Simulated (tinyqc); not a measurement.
# Gated graphene, quantum capacitance, step by step

tinyqc, about 0.01 s, one thread, Intel Xeon 2.30GHz (shared host): `OMP_NUM_THREADS=1 python tinyqc.py 2200123 2200124 out.jsonl` Printed values are rounded.

phi is the Fermi level above the Dirac point, in volts; Vg is counted from the gate voltage of charge neutrality. Ideal linear bands, no charge puddles.

Parameters, values chosen for the exercise; values close to those of graphene: temperature T = 300 K; relative permittivity of the gate insulator (close to silicon dioxide) eox = 3.9; insulator thickness tox = 2.2 nm; Fermi velocity vF = 1.13e6 m/s; density of traps Dit = 0 cm^-2 eV^-1; gate voltage Vg = 1.44 V.

Constants: q = 1.602176634e-19 C, kB = 1.380649e-23 J/K, hbar = 1.054571817e-34 J s, Vt = kB T/q, eps0 = 8.8541878128e-14 F/cm where lengths are in cm. Results are converted to the units shown.

## Gate capacitance

Cox = eps0 eox/tox.

Cox = 1.569606 uF/cm^2

## Starting value

phi = 0.01 V.

phi at the start = 0.01 V

## Iteration 1: new phi

N0 = (2/pi)(kB T/(hbar vF))^2; n = N0 F1(phi/Vt), p = N0 F1(-phi/Vt), F1(e) = int_0^infinity u du/(1 + exp(u - e)) = -Li2(-exp(e)); Cq = q d(n - p)/dphi = (q N0/Vt) ln[2 (1 + cosh(phi/Vt))]. Newton: f = phi + q (n - p + Dit phi)/Cox - Vg, phi(new) = phi - f/(1 + (Cq + q Dit)/Cox).

n = 8.693834e10 cm^-2
p = 4.532661e10 cm^-2
Cq = 0.6784919 uF/cm^2
f = -1.425752 V
phi after iteration 1 = 1.005450 V

## Iteration 2: new phi

As before.

n = 5.829435e13 cm^-2
p = 9.889148e-7 cm^-2
Cq = 18.53799 uF/cm^2
f = 5.515850 V
phi after iteration 2 = 0.5748811 V

## Course of the iteration

Stop when the step is below 1e-10 V, or after 40 iterations.

Course of the iteration:
```
iteration  phi before the step (V)  step (V)
1                             0.01     0.995
2                         1.005450    -0.431
3                        0.5748811    -0.140
4                        0.4344369   -0.0190
5                        0.4154552  -3.60e-4
6                        0.4150953  -1.29e-7
7                        0.4150951   < 1e-13
```

Converged in 7 iterations.

## Charge and capacitances at the solution

converged phi = 0.4150951 V

N0 = (2/pi)(kB T/(hbar vF))^2; n = N0 F1(phi/Vt), p = N0 F1(-phi/Vt), F1(e) = int_0^infinity u du/(1 + exp(u - e)) = -Li2(-exp(e)); Cq = q d(n - p)/dphi = (q N0/Vt) ln[2 (1 + cosh(phi/Vt))]. 1/C_G = 1/Cox + 1/(Cq + q Dit); dphi/dVg = Cox/(Cox + Cq + q Dit).

n - p = 1.004070e13 cm^-2
Cq = 7.653318 uF/cm^2
C_G = 1.302482 uF/cm^2
dphi/dVg = 0.1701853

Cq is 4.88 times Cox, so C_G is 83.0 % of Cox; 28.8 % of the gate voltage has gone into phi.
